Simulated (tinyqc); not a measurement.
Frequency dispersion of an accumulation capacitance by border traps, distributed model: one step of the calculation.

Traps spread evenly through the insulator exchange electrons with the semiconductor by tunnelling, with tau(x) = t0 exp(2 ka x) at depth x from the interface. The admittance per area Y seen at depth x obeys dY/dx = -Y^2/(i w eps0 eox) + q Nb ln(1 + i w tau)/tau, with Y(0) = i w Cs and w = 2 pi f; the gate sees Y(tox) = G + i w C. Working variable y = Y/(i w), in uF/cm^2. Cox = eps0 eox/tox.

Task. Capacitance and conductance at the gate. Beyond xe the traps are ignored, so 1/y(tox) = 1/y(xe) + (tox - xe)/(eps0 eox); C = Re y, G/w = -Im y, loss tangent G/(w C).

Parameters, values chosen for the exercise; permittivity close to that of aluminium oxide:
- eox = 8.1 (relative permittivity of the insulator)
- tox = 4.2 nm (insulator thickness)
- xe = 2.6 nm (depth down to which the steps are taken)

Constants: eps0 = 8.8541878128e-14 F/cm where lengths are in cm. Results are converted to the units shown.

y at xe = 2.6264016-0.2421980i uF/cm^2

Wanted: y at the gate; C; G/w; loss tangent.

Result.

y at the gate = 1.6593-0.0962i uF/cm^2
C = 1.6593 uF/cm^2
G/w = 0.096183 uF/cm^2
loss tangent = 0.057965

Program tinyqc, `OMP_NUM_THREADS=1 python tinyqc.py 2202051 2202052 out.jsonl`; Intel Xeon 2.30GHz, shared host, one thread, about 0.4 s.
